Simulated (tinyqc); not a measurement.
Matthiessen's rule against the full average: mobility of a non-polar semiconductor in the relaxation-time approximation. Computed by tinyqc, a small Python program. Command: `OMP_NUM_THREADS=1 python tinyqc.py 3002036 3002037 out.jsonl rta walk`. One thread of a shared host (Intel(R) Xeon(R) Processor @ 2.30GHz), about 0.01 s of CPU time with the checks.

Each valley is treated as a sphere of mass m_d for states and rates, with one isotropic relaxation time; the conductivity mass m_c sets the current.

Inputs (values chosen for the exercise, modelled on holes in germanium):
```
quantity                                            value       unit
longitudinal mass m_l                               0.298        m_0
transverse mass m_t                                 0.298        m_0
equivalent valleys Z                                    1          -
non-parabolicity alpha                                0.3       1/eV
static permittivity eps_s                              16          -
density rho                                          5323     kg/m^3
sound velocity v_l                                   5360        m/s
acoustic deformation potential D_A                    4.8         eV
phonon energy hbar w                                 38.6        meV
optical or intervalley deformation potential D_o      8.6  1e8 eV/cm
final valleys Z_f                                       1          -
carrier density n                                 6.7e+16     1/cm^3
compensation ratio C                                    0          -
temperature T                                         300          K
```

Band: Kane. Impurity formula: Brooks-Herring. Further scattering: none.

Constants: k_B = 8.617333262e-05 eV/K; m_0 = 9.1093837015e-31 kg; e = 1.602176634e-19 C; hbar = 1.054571817e-34 J s; eps_0 = 8.8541878128e-12 F/m; k_B = 1.380649e-23 J/K; hbar = 6.582119569e-16 eV s.

Method:
- m_d = (m_l m_t^2)^(1/3); 1/m_c = (1/m_l + 2/m_t)/3; Hall mass factor A = 3 K_m (K_m + 2)/(2 K_m + 1)^2, K_m = m_l/m_t; N_I = n (1 + C)/(1 - C).
- Kane band: hbar^2 k^2/(2 m) = E (1 + alpha E), speed v = hbar k/(m (1 + 2 alpha E)), states per spin, volume and energy g(E) = m k (1 + 2 alpha E)/(2 pi^2 hbar^2); overlap factors are set to 1. Here m = m_d. Masses are multiplied by m_0 and all formulas are in SI units.
- The reduced Fermi level eta = E_F/(k_B T) solves n = 2 Z int g f dE with f = 1/(1 + exp(x - eta)) (Z = 1 unless valleys are given); screening length L_s = sqrt(eps_s eps_0 k_B T/(e^2 dn/deta)), dn/deta = 2 Z int g f (1 - f) dE.
- Integrals over x = E/(k_B T) use 160 Gauss-Legendre points in u = sqrt(x) from 0 to sqrt(max(eta, 0) + 32).
- Phonon occupation N_q = 1/(exp(hbar w/(k_B T)) - 1).
- Acoustic deformation potential (elastic, equipartition, absorption and emission together): 1/tau = 2 pi k_B T D_A^2 g(E)/(hbar rho v_l^2).
- Optical or intervalley deformation potential: 1/tau = (pi Z_f D_o^2/(rho w)) [N_q g(E + hbar w) + (N_q + 1) g(E - hbar w)], with g = 0 below the band edge.
- Each optical term is multiplied by (1 - f(E'))/(1 - f(E)), E' the final energy, for Pauli blocking.
- Singly charged impurities, momentum relaxation: 1/tau = N_I e^4 m (1 + 2 alpha E) Phi/(8 pi (eps_s eps_0)^2 hbar^3 k^3), with alpha = 0 for a parabolic band.
- Brooks-Herring: Phi = ln(1 + b) - b/(1 + b), b = 4 k^2 L_s^2.
- mu = (m_d/m_c) (2 Z e/(3 n k_B T)) int g v^2 tau f (1 - f) dE.
- Averages over x are split at the emission threshold x_0 = hbar w/(k_B T): 64 Gauss-Legendre points in sqrt(x) below it and 128 in sqrt(x - x_0) above it, up to x = max(eta, 0) + 32.
- Rates are added at each energy before the average. With <y> = int g v^2 y f (1 - f) dE: Hall factor r_H = A (3 n k_B T/(2 Z m_d)) <tau^2/(1 + 2 alpha E)>/<tau>^2 (alpha = 0 for a parabolic band); Hall mobility r_H mu; |S| = (k_B/e) (<x tau>/<tau> - eta); resistivity 1/(n e mu).
- Matthiessen's rule adds 1/mu of the separate processes.

acoustic mobility = 7751.67 cm^2/(V s)

optical mobility = 5347.34 cm^2/(V s)

ionised impurity mobility = 19354.7 cm^2/(V s)

drift mobility mu = 1913.29 cm^2/(V s)

Separate mobilities:
```
process           mu (cm^2/(V s))  share of the sum of 1/mu (%)
acoustic                     7752                        35.086
optical                      5347                        50.862
ionised impurity            19355                        14.052
```

mobility by Matthiessen's rule = 2719.8 cm^2/(V s)

excess of Matthiessen's rule over the full mu = 42.151 %

The rule gives 2720 against the full 1913, 42.2 % too high; it can only overestimate, since each separate average is carried by the energies where that process is weak. The error is large because optical and acoustic scattering both carry weight and depend on energy in different ways.
